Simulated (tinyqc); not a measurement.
Inside a calculation. Model: vertical double-diffused power MOSFET, components of the on-resistance.

Computed by the program tinyqc: `OMP_NUM_THREADS=1 python tinyqc.py 2230143 2230144 out.jsonl`, one thread of a shared Intel Xeon 2.30GHz, about 0.01 s for the whole run. Printed values are rounded.

Stripe cells of pitch Wp + a, two channels a cell. Current flows through the channels, spreads in the accumulation layer, passes the gap between the p bodies and spreads at 45 degrees into the drift layer below them. Low drain voltage, full ionisation.

Inputs (values chosen for the exercise); bulk values close to those of gallium nitride:
```
symbol,value,unit,meaning
T,450,K,temperature
eps_r,9.75,,relative permittivity
Kc,25700,V/cm per (cm^-3)^(1/8),critical-field constant
BV,1700,V,rated breakdown voltage of the drift layer
mud,876,cm^2/(V s),drift mobility at 300 K
bt,2.1,,temperature exponent of the drift mobility
tox,40,nm,gate oxide thickness (eps_r 3.9)
Vov,7,V,gate overdrive
mch,21,cm^2/(V s),channel mobility
mac,90,cm^2/(V s),accumulation-layer mobility
Lc,1.2,um,channel length
Wp,7,um,"width of the p body in one cell, channels included"
a,4.4,um,gap between neighbouring p bodies
xp,1.4,um,depth of the p body
Nj,5,,doping of the gap over the drift doping
Vbi,2.96,V,built-in voltage of the body junction
Rs,0.47,mohm cm^2,substrate and contact resistance
```

Constants: q = 1.602176634e-19 C, eps0 = 8.8541878128e-14 F/cm where lengths are in cm. Results are converted to the units shown.

## Drift layer

Triangular field at breakdown with Ec = Kc N^(1/8): BV = eps0 eps_r Ec^2/(2 q N), so N = (eps0 eps_r Kc^2/(2 q BV))^(4/3); W = 2 BV/Ec; mu = mud (T/300 K)^(-bt); rho = 1/(q mu N); ideal resistance rho W.

drift doping N = 1.06277e16 cm^-3
Ec = 2.58963 MV/cm
drift thickness W = 13.1293 um
electron mobility mu at T = 373.863 cm^2/(V s)
drift resistivity rho = 1.57086 ohm cm
ideal resistance = 2.06242 mohm cm^2

## Components of the on-resistance

Pitch p = Wp + a, Cox = 3.9 eps0/tox; zero-bias depletion in the gap w0 = sqrt(2 eps0 eps_r Vbi/(q N Nj)), open gap g = a - 2 w0; R_ch = Lc p/(2 mch Cox Vov); R_acc = 0.6 a p/(4 mac Cox Vov), 0.6 being an empirical factor for current leaving the layer along its length; R_gap = (rho/Nj) xp p/g; spreading depth t = min(W, (p - g)/2); R_drift = (rho p/2) ln((g + 2 t)/g) + rho (W - t); R_on = the sum with Rs.

w0 = 0.245006 um
g = 3.90999 um
components (mohm cm^2): channel 5.38996, accumulation 1.38342, gap 0.128240, drift 2.43227, substrate 0.47
R_on = 9.80389 mohm cm^2
shares (%): channel 54.9777, accumulation 14.1110, gap 1.3081, drift 24.8092, substrate 4.7940

The channel term is the largest. R_on is 4.75 times the ideal drift resistance rho W, and spreading raises the drift term to 1.18 times it.
